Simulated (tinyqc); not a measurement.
Worked calculation: Hubbard chain of 4 sites. Computed by tinyqc, a small Python program that keeps every step. Settings: hopping = 0.9, U = 1.9, mixing = 0.5, iteration cap = 70. Command: `OMP_NUM_THREADS=1 python tinyqc.py 21605 21606 out.jsonl` (the two numbers bound the seeds that draw the settings). One thread of a shared host (Intel(R) Xeon(R) Processor @ 2.60GHz), about 0.2 s of CPU time with the checks. Later iterations appear only in the table of the cycle.

## Mean-field iteration 1

one-body matrix (hopping and site energies) (eV), order 1, 2, 3, 4:
$$\begin{pmatrix}
0.0000 & -0.9000 & 0.0000 & 0.0000 \\
-0.9000 & 0.0000 & -0.9000 & 0.0000 \\
0.0000 & -0.9000 & 0.0000 & -0.9000 \\
0.0000 & 0.0000 & -0.9000 & 0.0000
\end{pmatrix}$$

U = 1.9000 eV

electrons, up and down: [3, 1]

mixing = 0.5000

n(up) at the start (a guess, not normalised): 1 0.7500, 2 0.7500, 3 0.7500, 4 0.7500

n(down) at the start (a guess): 1 0.2500, 2 0.2500, 3 0.2500, 4 0.2500

H(up) = T + U n(down), H(down) = T + U n(up); fill the lowest levels; n(new) = n + mixing (n(out) - n); E = tr T (rho up + rho down) + U sum n_up n_down of the output.

levels, up (eV): [-0.9812, -0.0812, 1.0312, 1.9312]

levels, down (eV): [-0.0312, 0.8688, 1.9812, 2.8812]

energy = -1.5825 eV

n(up) after iteration 1: 1 0.8059, 2 0.6941, 3 0.6941, 4 0.8059

n(down) after iteration 1: 1 0.1941, 2 0.3059, 3 0.3059, 4 0.1941

## Mean-field iteration 2

As before.

levels, up (eV): [-0.9384, -0.1330, 0.9884, 1.9830]

levels, down (eV): [-0.0830, 0.9116, 2.0330, 2.8384]

energy = -1.6106 eV

n(up) after iteration 2: 1 0.8437, 2 0.6563, 3 0.6563, 4 0.8437

n(down) after iteration 2: 1 0.1563, 2 0.3437, 3 0.3437, 4 0.1563

## Mean-field iteration 3

As before.

levels, up (eV): [-0.9152, -0.1724, 0.9652, 2.0224]

levels, down (eV): [-0.1224, 0.9348, 2.0724, 2.8152]

energy = -1.6217 eV

n(up) after iteration 3: 1 0.8684, 2 0.6316, 3 0.6316, 4 0.8684

n(down) after iteration 3: 1 0.1316, 2 0.3684, 3 0.3684, 4 0.1316

## Convergence

Each step fills the lowest levels of T + U n(other spin) and sets n(new) = n + mixing (n(out) - n); stop when output and input agree to 1e-8.

Course of the cycle:
```
iteration     E (eV)  largest |n(out) - n(in)|  mean |n_up - n_down|
1          -1.582461                  1.12e-01                0.5000
2          -1.610613                  7.55e-02                0.5000
3          -1.621710                  4.94e-02                0.5000
4          -1.625992                  3.16e-02                0.5000
5          -1.627632                  2.00e-02                0.5000
6          -1.628259                  1.25e-02                0.5000
7          -1.628499                  7.81e-03                0.5000
8          -1.628591                  4.86e-03                0.5000
9          -1.628626                  3.01e-03                0.5000
10         -1.628639                  1.87e-03                0.5000
11         -1.628644                  1.16e-03                0.5000
...              ...                       ...                   ...
26         -1.628647                  8.61e-07                0.5000
27         -1.628647                  5.33e-07                0.5000
28         -1.628647                  3.30e-07                0.5000
29         -1.628647                  2.04e-07                0.5000
30         -1.628647                  1.26e-07                0.5000
31         -1.628647                  7.80e-08                0.5000
32         -1.628647                  4.83e-08                0.5000
33         -1.628647                  2.99e-08                0.5000
34         -1.628647                  1.85e-08                0.5000
35         -1.628647                  1.14e-08                0.5000
36         -1.628647                  7.07e-09                0.5000
```

local moments n_up - n_down: 1 0.8214, 2 0.1786, 3 0.1786, 4 0.8214

Converged in 36 iterations. Before convergence this energy mixes input and output and is not variational, so it may rise towards its limit.

## The many-body Hamiltonian

Basis: all placements (u, d, 2, 0 on each site), up operators ordered before down ones; hops carry the sign of the same-spin electrons passed.

H (eV):
```
         2uu0     u2u0     uu20     uuud     2u0u     u20u     uudu     uu02
2uu0   1.9000  -0.9000   0.0000   0.0000  -0.9000   0.0000   0.0000   0.0000
u2u0  -0.9000   1.9000  -0.9000   0.0000   0.0000  -0.9000   0.0000   0.0000
uu20   0.0000  -0.9000   1.9000  -0.9000   0.0000   0.0000  -0.9000   0.0000
uuud   0.0000   0.0000  -0.9000   0.0000   0.0000   0.0000   0.0000  -0.9000
2u0u  -0.9000   0.0000   0.0000   0.0000   1.9000  -0.9000   0.0000   0.0000
u20u   0.0000  -0.9000   0.0000   0.0000  -0.9000   1.9000  -0.9000   0.0000
uudu   0.0000   0.0000  -0.9000   0.0000   0.0000  -0.9000   0.0000  -0.9000
uu02   0.0000   0.0000   0.0000  -0.9000   0.0000   0.0000  -0.9000   1.9000
20uu   0.0000   0.0000   0.0000   0.0000  -0.9000   0.0000   0.0000   0.0000
uduu   0.0000   0.0000   0.0000   0.0000   0.0000  -0.9000   0.0000   0.0000
u02u   0.0000   0.0000   0.0000   0.0000   0.0000   0.0000  -0.9000   0.0000
u0u2   0.0000   0.0000   0.0000   0.0000   0.0000   0.0000   0.0000  -0.9000
duuu   0.0000   0.0000   0.0000   0.0000   0.0000   0.0000   0.0000   0.0000
02uu   0.0000   0.0000   0.0000   0.0000   0.0000   0.0000   0.0000   0.0000
0u2u   0.0000   0.0000   0.0000   0.0000   0.0000   0.0000   0.0000   0.0000
0uu2   0.0000   0.0000   0.0000   0.0000   0.0000   0.0000   0.0000   0.0000

         20uu     uduu     u02u     u0u2     duuu     02uu     0u2u     0uu2
2uu0   0.0000   0.0000   0.0000   0.0000   0.0000   0.0000   0.0000   0.0000
u2u0   0.0000   0.0000   0.0000   0.0000   0.0000   0.0000   0.0000   0.0000
uu20   0.0000   0.0000   0.0000   0.0000   0.0000   0.0000   0.0000   0.0000
uuud   0.0000   0.0000   0.0000   0.0000   0.0000   0.0000   0.0000   0.0000
2u0u  -0.9000   0.0000   0.0000   0.0000   0.0000   0.0000   0.0000   0.0000
u20u   0.0000  -0.9000   0.0000   0.0000   0.0000   0.0000   0.0000   0.0000
uudu   0.0000   0.0000  -0.9000   0.0000   0.0000   0.0000   0.0000   0.0000
uu02   0.0000   0.0000   0.0000  -0.9000   0.0000   0.0000   0.0000   0.0000
20uu   1.9000  -0.9000   0.0000   0.0000  -0.9000   0.0000   0.0000   0.0000
uduu  -0.9000   0.0000  -0.9000   0.0000   0.0000  -0.9000   0.0000   0.0000
u02u   0.0000  -0.9000   1.9000  -0.9000   0.0000   0.0000  -0.9000   0.0000
u0u2   0.0000   0.0000  -0.9000   1.9000   0.0000   0.0000   0.0000  -0.9000
duuu  -0.9000   0.0000   0.0000   0.0000   0.0000  -0.9000   0.0000   0.0000
02uu   0.0000  -0.9000   0.0000   0.0000  -0.9000   1.9000  -0.9000   0.0000
0u2u   0.0000   0.0000  -0.9000   0.0000   0.0000  -0.9000   1.9000  -0.9000
0uu2   0.0000   0.0000   0.0000  -0.9000   0.0000   0.0000  -0.9000   1.9000
```

## Exact diagonalisation (16 states)

Lowest levels of the sector, and the double occupancy of the lowest state.

lowest levels (eV): [-1.8346, -1.1594, -0.4165, -0.1125, 0.0000, 0.5146]

double occupancy per site = 0.1078

The mean-field solution above lies 0.2060 eV above the exact energy.

## The lowest level by Lanczos steps

From a random start vector (not printed): a_j = <q_j|H|q_j>, b_j = norm of the remainder after orthogonalising; the Ritz value is the lowest eigenvalue of the tridiagonal matrix of a and b so far.

Lanczos:
```
j   a_j (eV)  b_j (eV)  lowest Ritz value (eV)
1     0.3084    2.1765                0.308445
2     1.3132    1.4019               -1.422892
3     1.2233    1.6847               -1.707370
4     1.3012    0.8514               -1.825146
5     2.5166    1.2385               -1.833688
6     2.4697    1.2196               -1.834505
7     2.0541    1.4502               -1.834593
8     1.0410    1.3408               -1.834616
9     1.3843    1.3703               -1.834623
10    0.5532    0.8881               -1.834627
```
